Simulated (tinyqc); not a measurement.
Band edges of strained Si(1-x)Ge(x) on relaxed Si(1-y)Ge(y): sweeps and comparisons. A value that a table varies takes the place of the one given here.

Values are linear in the Ge fraction but for ED(x) = linear - CD x (1 - x) and a(x) = linear - Ca x (1 - x). Energies are on the common scale of Ev.

Coherent growth on a (001) face: e_par = (a(y) - a(x))/a(x), e_perp = -2 (C12/C11) e_par; exx = eyy = e_par, ezz = e_perp, no shear.

A valley with unit axis u lies at Ev + gap + (av + a_valley) tr(e) + Xu (u.e.u - tr(e)/3); the Delta axes are x, y, z and the L axes [111], [1-1-1], [-11-1], [-1-11]. The second-order shift of the Delta valleys under shear is left out; it lowers the pair normal to the sheared plane by tens of meV at a shear of 1 %.

Valence edges: Ev plus the levels of the 6 x 6 matrix of X, Y, Z times spin with -Dso/3 + l exx + m (eyy + ezz) on the diagonal (cyclic), n exy off it, l = av + 2 b, m = av - b, n = sqrt(3) d. Spin-orbit term (Dso/3) L.sigma on X, Y, Z with (L_k)_ij = -i epsilon_kij: <X+|H|Y+> = -i Dso/3, <X+|H|Z-> = Dso/3, <Y+|H|Z-> = -i Dso/3, <Z+|H|X-> = -Dso/3, <Z+|H|Y-> = i Dso/3, <X-|H|Y-> = i Dso/3, and their conjugates; + and - are the spin along z.

Coherent growth: e_par = (a(y) - a(x))/a(x). (001): e_perp = -2 (C12/C11) e_par; exx = eyy = e_par, ezz = e_perp, no shear. (111): e_perp = -(2 C11 + 4 C12 - 4 C44)/(C11 + 2 C12 + 4 C44) e_par; exx = eyy = ezz = (2 e_par + e_perp)/3 and exy = eyz = ezx = (e_perp - e_par)/3. (110): e_perp = -(C11 + 3 C12 - 2 C44)/(C11 + C12 + 2 C44) e_par; exx = eyy = (e_par + e_perp)/2, ezz = e_par, exy = (e_perp - e_par)/2, eyz = ezx = 0.

Inputs chosen for the exercise (end members near Si and Ge, in this order; the results hold for these values, not for the real material): a = (5.426, 5.665) angstrom (lattice constant); Dso = (0.044, 0.29) eV (spin-orbit splitting); av = (2.49, 1.23) eV (valence hydrostatic potential); b = (-2.12, -2.55) eV (tetragonal shear potential); d = (-4.75, -5.26) eV (trigonal shear potential); C11 = (166.5, 128.1) GPa; C12 = (64.4, 48.8) GPa; C44 = (78.8, 66.8) GPa; Ev = (0, 0.68) eV (top of the unstrained valence band); ED = (1.155, 0.941) eV (gap to the Delta valleys); EL = (2.046, 0.725) eV (gap to the L valleys); aD = (1.85, 1.43) eV (hydrostatic potential of the Delta gap); aL = (-3.18, -2.93) eV (hydrostatic potential of the L gap); XuD = (8.9, 9.31) eV (uniaxial potential, Delta); XuL = (15.82, 14.94) eV (uniaxial potential, L); CD = 0.197 eV (bowing of the Delta gap); Ca = 0 angstrom (bowing of the lattice constant); face = 001 (growth face); y = 0.6 (Ge fraction of the relaxed buffer); x = 1 (Ge fraction of the layer).

## Composition of the layer

The buffer is kept. dEc = Ec(buffer) - Ec(layer), dEv = Ev(layer) - Ev(buffer); buffer edges Ev(y) and Ev(y) + min(ED, EL). The digit behind Delta or L counts whole valleys.

Results:
```
x     e_par (%)  lowest valleys  gap (eV)  next valleys above (meV)  valence splitting (meV)  dEc (eV)  dEv (eV)
0.05       2.42          Delta2     0.767                       382                      259     0.347    -0.135
0.19       1.79          Delta2     0.816                       285                      187     0.276    -0.112
0.32       1.22          Delta2     0.867                       194                      121     0.199    -0.086
0.46       0.60          Delta2     0.924                        97                       56     0.105    -0.050
0.73      -0.55          Delta4     0.896                        90                       42    -0.018     0.101
0.86      -1.10          Delta4     0.818                        83                       76    -0.045     0.206
1.00      -1.69              L4     0.710                        33                      107    -0.053     0.322
```

The gap is 0.767 eV in the first row and 0.710 eV in the last, with its largest listed value, 0.924 eV, at x = 0.46. The lowest valleys change: Delta2 to Delta4 between x = 0.46 and 0.73, Delta4 to L4 between x = 0.86 and 1.00. Per 0.1 of x the valence offset moves by +48 meV on average; the conduction offset lies between -53 and +347 meV. Electrons and holes sit on opposite sides in every row (type II). Offsets below about 30 meV are within the spread of parameter sets, so those rows do not settle the type. Strains above 2 % can be kept only in layers of a few nanometres.

## Composition of the buffer

The layer is kept. dEc = Ec(buffer) - Ec(layer), dEv = Ev(layer) - Ev(buffer); buffer edges Ev(y) and Ev(y) + min(ED, EL). The digit behind Delta or L counts whole valleys.

Results:
```
y     e_par (%)  lowest valleys  gap (eV)  next valleys above (meV)  valence splitting (meV)  dEc (eV)  dEv (eV)
0.45      -2.32          Delta4     0.669                        36                      127    -0.102     0.443
0.53      -1.98              L4     0.708                         1                      117    -0.094     0.378
0.61      -1.65              L4     0.711                        37                      106    -0.047     0.314
0.69      -1.31              L4     0.714                        74                       91     0.002     0.250
0.76      -1.01              L4     0.716                       106                       75     0.047     0.193
0.84      -0.68              L4     0.719                       143                       54     0.088     0.129
0.92      -0.34              L4     0.722                       179                       29     0.044     0.064
```

The gap is 0.669 eV in the first row and 0.722 eV in the last. The lowest valleys change: Delta4 to L4 between y = 0.45 and 0.53. Per 0.1 of y the valence offset moves by -81 meV on average; the conduction offset lies between -102 and +88 meV, not monotonically. Both carriers sit on one side for y = 0.69, 0.76, 0.84 and 0.92, and on opposite sides elsewhere. Offsets below about 30 meV are within the spread of parameter sets, so those rows do not settle the type. Strains above 2 % can be kept only in layers of a few nanometres.

## The same layer on three faces

dEc = Ec(buffer) - Ec(layer), dEv = Ev(layer) - Ev(buffer); buffer edges Ev(y) and Ev(y) + min(ED, EL). The digit behind Delta or L counts whole valleys.

Results:
```
face   e_par (%)  lowest valleys  gap (eV)  next valleys above (meV)  valence splitting (meV)  dEc (eV)  dEv (eV)  Delta spread (meV)  L spread (meV)
(001)      -1.69              L4     0.710                        33                      107    -0.053     0.322                 277               0
(111)      -1.69              L3     0.658                       173                      102     0.013     0.309                   0             308
(110)      -1.69              L2     0.607                       148                      105     0.060     0.312                 114             244
```

On (001) only the Delta valleys split (277 meV), on (111) only the L valleys (308 meV), on (110) both (114 and 244 meV). The lowest valleys are L4 on (001), L3 on (111) and L2 on (110); the smallest gap is 0.607 eV on (110) and the largest 0.710 eV on (001).

## What each parameter does

dEc = Ec(buffer) - Ec(layer), dEv = Ev(layer) - Ev(buffer); buffer edges Ev(y) and Ev(y) + min(ED, EL). Each row changes one parameter from the base and keeps the others.

Results:
```
case                       gap (eV)  valence splitting (meV)  dEc (eV)  dEv (eV)
base                         0.7104                    107.2   -0.0532    0.3221
x = 0.97                     0.7516                    100.9   -0.0692    0.2970
y = 0.63                     0.7115                    102.1   -0.0352    0.2980
CD = 0.247 eV                0.7104                    107.2   -0.0652    0.3221
d = (-5.462, -6.049) eV      0.7104                    107.2   -0.0532    0.3221
XuD = (10.235, 10.706) eV    0.7104                    107.2   -0.0532    0.3221
Ev = (0, 0.782) eV           0.7104                    107.2   -0.0940    0.3629
C12 = (74.06, 56.12) GPa     0.6998                    111.2   -0.0499    0.3294
Dso = (0.051, 0.333) eV      0.7104                    112.8   -0.0532    0.3221
```

The largest shifts from the base row, up to three for each result and ties (the steps differ in size, so this ranks the rows, not the parameters). gap (eV): x +0.0412, C12 -0.0106, y +0.0011; unchanged at the printed digits by CD, d, XuD, Ev and Dso. valence splitting (meV): x -6.2, Dso +5.6, y -5.0; unchanged at the printed digits by CD, d, XuD and Ev. dEc (eV): Ev -0.0408, y +0.0180, x -0.0160; unchanged at the printed digits by d, XuD and Dso. dEv (eV): Ev +0.0408, x -0.0252, y -0.0242; unchanged at the printed digits by CD, d, XuD and Dso. The lowest valleys of the layer are L4, so among the conduction-band potentials only those of that family reach the gap and dEc; the buffer is unstrained. A shift large enough to swap the lowest family would change that.

(tinyqc, `OMP_NUM_THREADS=1 python tinyqc.py 1080148 1080149 out.jsonl`, Intel(R) Xeon(R) Processor @ 2.30GHz, 1 thread, shared host, about 0.01 s.)
